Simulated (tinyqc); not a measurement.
Anisotropic wet etching of Si(100): plane rates, V-grooves, membranes and undercut: one step, computed by the program tinyqc. Command: `OMP_NUM_THREADS=1 python tinyqc.py 3030012 3030013 out.jsonl wetetch walk`. One thread of a shared host (Intel(R) Xeon(R) Processor @ 2.30GHz), about 0.01 s of CPU time with the checks.

A long slot opens the mask on a (100) wafer. The floor etches at R100; (111) walls stand at theta = arctan(sqrt2) = 54.7356 degrees to the surface and recede at R111 along their normal.

Task: Shape after the time t. A misaligned edge exposes ledges and adds R100 sin(misalignment) to the lateral rate (a simple estimate): u = R111/sin(theta) + R100 sin(misalignment). Top width W = w + 2 u t; floor width b = W - 2 z/tan(theta) = W - sqrt2 z. The floor lasts until b = 0, at t_V = w/(sqrt2 R100 - 2u); depth z = R100 t before t_V and W/sqrt2 after.

Inputs (values chosen for the exercise, close to those used for potassium hydroxide solutions):

| quantity | value | unit |
|---|---|---|
| bath temperature T | 55 | C |
| width w (mask opening along <110>, or membrane width in the design step) | 410 | um |
| misalignment of the mask | 1 | degrees |
| etch time t | 3.6 | min |

R100 = 0.3148585 um/min

R111 = 0.003221725 um/min

Give: lateral rate u; time t_V to close the V; top width W; depth z; floor width b.

Result:

lateral rate u = 0.0094408 um/min

time t_V to close the V = 961.55 min

top width W = 410.07 um

depth z = 1.1335 um

floor width b = 408.46 um

The floor remains; undercut per side is 0.0340 um, 3.00 % of the depth.
